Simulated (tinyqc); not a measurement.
Changing the lattice thermal conductivity kappa_L: single-band model of a thermoelectric material. Computed by tinyqc, a small Python program. Command: `OMP_NUM_THREADS=1 python tinyqc.py 3023763 3023764 out.jsonl thermo sweep`. One thread of a shared host (Intel(R) Xeon(R) Processor @ 2.30GHz), about 0.03 s of CPU time with the checks.

One spherical band, one scattering law, no minority carriers and no phonon drag. In a real material minority carriers limit |S| to about E_g/(2 e T), so larger values are formal. eta = E_F/(k_B T) is counted from the band edge; f = 1/(1 + exp(x - eta)).

Inputs (values chosen for the exercise, modelled on p-type Bi2Te3):
```
quantity,value,unit
density-of-states mass m,1.1,m_0
mobility parameter mu_300,600,cm^2/(V s)
temperature exponent p,1.5,-
carrier density n,2e+19,1/cm^3
temperature T,390,K
```

Band: parabolic. Scattering: acoustic phonons, r = -0.5.

Constants: m_0 = 9.1093837015e-31 kg; k_B = 1.380649e-23 J/K; hbar = 1.054571817e-34 J s; k_B = 8.617333262e-05 eV/K; e = 1.602176634e-19 C.

Method:
- With x = E/(k_B T), a = alpha k_B T (0 for a parabolic band), G = x (1 + a x), D = 1 + 2 a x and <y> = int y f (1 - f) dx, f = 1/(1 + exp(x - eta)): tau = tau_0 G^r/D; transport function s = G^(3/2 + r)/D^2; n = N_0 <G^(3/2)> with N_0 = (2 m k_B T)^(3/2)/(3 pi^2 hbar^3).
- Integrals over x = E/(k_B T) use 160 Gauss-Legendre points in u = sqrt(x) from 0 to sqrt(max(eta, 0) + 32).
- Solve for eta.
- sigma = e mu_0 N_0 <s> with mu_0 = e tau_0/m = mu_300 (T/300 K)^(-p); |S| = (k_B/e)(<x s>/<s> - eta); Lorenz number L = (k_B/e)^2 (<x^2 s>/<s> - (<x s>/<s>)^2); kappa_e = L sigma T; zT = S^2 sigma T/(kappa_L + kappa_e).
- Quality factor B = (k_B/e)^2 e mu_0 N_0 T/kappa_L; zT and the power factor are maximised over eta between -8 and 30.

One run for each value:
```
lattice thermal conductivity kappa_L (W/(m K)),largest zT,|S| at the largest zT (microvolt/K),eta of the largest zT,density of the largest zT (1/cm^3),quality factor B
0.037,7.7282,437.63,-3.0553,1.9887e+18,16.387
0.072,5.8497,395.88,-2.5563,3.2419e+18,8.421
0.140,4.2939,356.46,-2.0768,5.1551e+18,4.331
0.270,3.0545,320.22,-1.6243,7.9228e+18,2.246
0.520,2.0900,287.21,-1.1970,1.1769e+19,1.166
1.000,1.3705,257.91,-0.7997,1.6807e+19,0.606
2.000,0.8338,231.37,-0.4178,2.3346e+19,0.303
3.800,0.5030,211.35,-0.1102,3.0072e+19,0.160
7.400,0.2855,195.37,0.1517,3.6962e+19,0.082
```

Over the rows, largest zT falls from 7.73 to 0.285 (exponent d ln y / d ln x -0.42 between the first rows and -0.85 between the last); |S| at the largest zT (microvolt/K) falls from 438 to 195 (exponent d ln y / d ln x -0.15 between the first rows and -0.12 between the last); eta of the largest zT rises from -3.06 to 0.152. A better material wants lighter doping: as B falls from 16.4 to 0.0819 the best eta moves from -3.06 to 0.15.

Extremes, crossings and ranges named in words are read from the listed rows.
